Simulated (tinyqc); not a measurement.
The size of the error: propagation of a band-gap error through k.p and effective-mass formulas.

Chain, for a gap E (the reference Eg or another value), with Ep and Dso kept: 1/me = 1 + Ep (E + 2 Dso/3)/(E (E + Dso)); g* = 2 - 2 Ep Dso/(3 E (E + Dso)); g1(E) = g1 + (Ep/3)(1/E - 1/Eg), g2(E) = g2 + (Ep/6)(1/E - 1/Eg), light hole 1/(g1 + 2 g2), heavy hole 1/(g1 - 2 g2) along [100]; optical constant ei(E) = 1 + (ei - 1)(EP/(EP + E - Eg))^2, static e0(E) = ei(E) + e0 - ei.

Donor: R = Ry me/e0^2, a_B = a0 e0/me, Mott density (0.26/a_B)^3. Nc, Nv = 2 (m kT/(4 pi c))^(3/2), c = hbar^2/2m0, ni = sqrt(Nc Nv) exp(-E/2kT). Exciton: Ry mu/e0^2 with 1/mu = 1/me + g1(E). 1 angstrom^-3 = 1e24 cm^-3.

Constants: Ry = 13.60569312 eV; a0 (Bohr radius) = 0.5291772105 angstrom; kB = 8.617333262e-05 eV/K; hbar^2/2m0 = 3.80998211 eV angstrom^2.

Parameters, chosen for this exercise (reference values near those of GaSb, gap at low temperature; shifted at random, so the results belong to these values and not to a real crystal): Eg = 0.799 eV (gap at Gamma to the s-like level); Dso = 0.768 eV (spin-orbit splitting); Ep = 26.9 eV (Kane energy); g1 = 13.45 (Luttinger gamma1); g2 = 4.68 (gamma2); e0 = 15.96 (static dielectric constant); ei = 14.48 (optical dielectric constant); EP = 4.17 eV (mean (Penn) gap); mh = 0.57 m0 (density-of-states mass of the holes); T = 300 K (temperature).

E = f Eg; ratios against f = 1.

Results:
```
f     E (eV)  me ratio  light-hole ratio  e0 ratio  donor ratio  Mott ratio       g*  log10 ni ratio
0.25   0.200     0.292             0.253     1.307        0.171      0.0111  -69.248            4.63
0.60   0.479     0.640             0.604     1.146        0.487       0.174  -21.031            2.54
0.80   0.639     0.823             0.803     1.069        0.721       0.457  -13.312            1.28
1.00   0.799     1.000             1.000     1.000        1.000        1.00   -9.000            0.00
1.20   0.959     1.172             1.196     0.939        1.329        1.94   -6.319           -1.29
1.50   1.198     1.421             1.488     0.859        1.927        4.53   -3.844           -3.24
2.00   1.598     1.822             1.968     0.750        3.236        14.3   -1.643           -6.52
```

Give the missing row, f = 0.40.

Computed row:
```
f     E (eV)  me ratio  light-hole ratio  e0 ratio  donor ratio  Mott ratio       g*  log10 ni ratio
0.40   0.320     0.446             0.404     1.234        0.293      0.0473  -37.623            3.76
```

Between f = 0.8 and 1.2 the mean powers d ln(ratio)/d ln f are 0.87 for me, 0.98 for the light hole, -0.32 for e0, 1.51 for the donor energy and 3.57 for the Mott density; ni moves by -0.80 decades per 0.1 eV, against -0.1 eV/(2 kT ln 10) = -0.84 from the exponential alone, the rest coming from Nc through me^(3/4). Rows with E below about 8 kT bring ni near Nc, beyond Boltzmann statistics. g* keeps its sign, from -69.25 to -1.64.

(tinyqc, `OMP_NUM_THREADS=1 python tinyqc.py 1850943 1850944 out.jsonl`, Intel(R) Xeon(R) Processor @ 2.30GHz, 1 thread, shared host, about 0.01 s.)
